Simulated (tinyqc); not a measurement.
Ionisation and resistivity against doping: donors on two lattice sites with valley-orbit split states.

Each donor binds at most one electron, in any of its states. For a site s, W_s = sum over its states of g exp(E/kT), and the ionised share is 1/(1 + W_s exp(eta)), eta = (EF - Ec)/kT; n = Nc F_1/2(eta); neutrality n + NA = ND x (mean ionised share, the two sites in equal numbers); holes are neglected. Nc from N = 2 (m kB T/(4 pi c))^(3/2) with c = hbar^2/2m0, in 1/angstrom^3; times 1e24 for 1/cm^3, m = md. F_j(eta) = (1/Gamma(j + 1)) integral_0^infinity x^j dx/(1 + exp(x - eta)), which tends to exp(eta) for eta << 0.

Mobility (Caughey-Thomas form): mu = mu0 + (mu1 (T/300)^(-ga) - mu0)/(1 + ((ND + NA)/Nr)^de); rho = 1/(e n mu), e = 1.602176634e-19 C.

Constants: hbar^2/2m0 = 3.80998211 eV angstrom^2; kB = 8.617333262e-05 eV/K.

Values chosen for the exercise (near those of nitrogen in 4H-SiC; not measured data):
- md = 0.788 m0 (density-of-states mass of the conduction band)
- E = (65.8, 57.9, 130.8, 90) meV (binding energies of h ground, h excited, k ground, k excited)
- g = (2, 4, 2, 4) (their degeneracies with spin)
- T = 200 K
- mu0 = 37 cm^2/(V s) (mobility at heavy doping)
- mu1 = 950 cm^2/(V s) (mobility at light doping and 300 K)
- Nr = 2e+17 1/cm^3 (reference doping)
- de = 0.61 (doping exponent)
- ga = 2.4 (temperature exponent)

NA = 0.

Results:
```
ND (1/cm^3)  n (1/cm^3)   n/ND  mu (cm^2/(V s))  rho (ohm cm)  rho at full ionisation
1.0e+14        9.76e+13  0.976             2490          25.7                    25.1
1.0e+16        5.75e+15  0.575             2171         0.500                   0.288
3.0e+16        1.36e+16  0.452             1921         0.240                   0.108
1.0e+17        3.24e+16  0.324             1533         0.126                  0.0407
3.0e+17        6.62e+16  0.221             1123        0.0840                  0.0185
1.0e+18        1.35e+17  0.135              712        0.0650                 0.00877
2.0e+18        1.98e+17  0.099              525        0.0599                 0.00594
```

Give the missing row, ND (1/cm^3) = 1.0e+15.

Computed row:
```
ND (1/cm^3)  n (1/cm^3)   n/ND  mu (cm^2/(V s))  rho (ohm cm)  rho at full ionisation
1.0e+15        8.44e+14  0.844             2420          3.05                    2.58
```

From 1e16 to 1e18 1/cm^3 rho falls by a factor 7.69, not 100: the mobility takes a factor 3.05 and incomplete ionisation 4.27. n/ND is below 0.9 from 1e+15 1/cm^3 on. Near 1e19 1/cm^3 and above the levels merge with the band, and already below that screening lowers the binding energy, so the last rows understate n.

Computed by tinyqc, a small Python program: `OMP_NUM_THREADS=1 python tinyqc.py 1681669 1681670 out.jsonl` (the numbers bound the seed that draws the inputs); one thread of a shared host (Intel(R) Xeon(R) Processor @ 2.30GHz), about 0.01 s for the whole set of steps.
